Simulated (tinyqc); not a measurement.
From results to parameters: Hueckel model of a polar double bond. Computed by the program tinyqc.

Problem. A C=X pi bond in Hueckel theory has H_XX = alpha + h beta, H_CC = alpha and H_CX = k beta, with two electrons. Find h, k, the charge on carbon and the bond order.

x values of the two levels (E = alpha + x beta): 0.761327  -0.521327

Solution. The sum of the x values is h and their product is -k^2; the charge on carbon is h/sqrt(h^2 + 4k^2) and the bond order 2k/sqrt(h^2 + 4k^2).

h, k: 0.2400  0.6300
charge on carbon, bond order: 0.187  0.982
